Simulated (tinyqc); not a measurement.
# Energy and delay of logic against supply voltage: what changes with what

One expression serves below and above threshold: I(Vg) = Ik [ln(1 + exp((Vg - VT + dd V)/(al nf Vt)))]^al, with I_on = I(V) and I_off = I(0). Gate delay td = kd C V/I_on, clock period LD td. Per gate and cycle the switching energy is act C V^2 and the leakage energy I_off V LD td. No short-circuit current, no variation. Minima are sought above 0.09 V; below a few Vt gates no longer switch and the model has no meaning.

Parameters, values chosen for the exercise; values of the order met in logic technologies: temperature T = 358 K; threshold voltage at zero drain bias VT = 0.41 V; slope factor nf = 1.4; barrier lowering per volt of supply dd = 0.11; specific current of a gate Ik = 0.85 uA; exponent of the current law al = 1.48; load capacitance of a gate C = 2.8 fF; delay factor kd = 1.1; logic depth LD = 12; activity factor act = 0.01.

Constants: q = 1.602176634e-19 C, kB = 1.380649e-23 J/K, Vt = kB T/q. Results are converted to the units shown.

Each table varies one quantity; the others keep the values above.

## Energy and delay against supply voltage

EDP = energy times td.

Energy and delay against supply voltage:
```
V (V),I_on (uA),I_off (nA),td (ps),switching (aJ),leakage (aJ),energy (aJ),EDP (fJ ps)
0.24,0.028371,0.11786,26055,1.6128,8.8438,10.457,272.44
0.35,0.34059,0.15591,3165.1,3.4300,2.0726,5.5026,17.416
0.45,1.7367,0.20105,798.08,5.6700,0.86644,6.5364,5.2166
0.56,5.0787,0.26591,339.62,8.7808,0.60686,9.3877,3.1882
0.67,9.8241,0.35165,210.05,12.569,0.59389,13.163,2.7650
0.77,15.007,0.45333,158.03,16.601,0.66197,17.263,2.7282
0.88,21.486,0.59934,126.15,21.683,0.79840,22.482,2.8360
0.99,28.677,0.79223,106.33,27.443,1.0007,28.444,3.0244
1.09,35.773,1.0208,93.847,33.267,1.2530,34.520,3.2396
1.2,44.143,1.3486,83.727,40.320,1.6260,41.946,3.5120
```

Read the table: what changes, and by how much?

td falls from 26100 to 83.7 ps; the energy goes from 10.5 through a minimum of 5.50 (at V = 0.35 V among the rows listed) to 41.9 aJ and the EDP goes from 272 through a minimum of 2.73 (at V = 0.77 V among the rows listed) to 3.51 fJ ps. The exact minima lie at V = 0.361 V for the energy and 0.738 V for the EDP. Going from 1.2 V to the energy minimum saves a factor of 7.66 in energy and costs a factor of 31.5 in delay. Below the minimum the leakage energy rises faster than the switching energy falls, because the clock period grows so steeply.

## Optimum supplies against the activity factor

Same model as above.

V_min minimises the energy and V_EDP the product of energy and td.

Optimum supplies against the activity factor:
```
act,V_min (V),energy at V_min (aJ),leakage share (%),clock at V_min (MHz),V_EDP (V),clock at V_EDP (GHz)
0.002,0.4492,2.000,43.51,103.5,0.7675,0.5242
0.005,0.3983,3.482,36.21,55.70,0.7472,0.4983
0.01,0.3610,5.479,33.41,31.62,0.7381,0.4867
0.02,0.3239,8.724,32.68,16.57,0.7330,0.4800
0.05,0.2736,16.06,34.72,6.300,0.7297,0.4757
```

What does the comparison show?

As act goes from 0.002 to 0.05, V_min falls from 0.449 to 0.274 V, the energy there rises from 2.00 to 16.1 aJ, the clock there falls from 104 to 6.30 MHz and V_EDP falls from 0.767 to 0.730 V. act and LD enter V_min only through the ratio act/LD.

Numbers from tinyqc (`OMP_NUM_THREADS=1 python tinyqc.py 2082029 2082030 out.jsonl`; about 0.01 s on one thread of a shared Intel Xeon 2.30GHz).
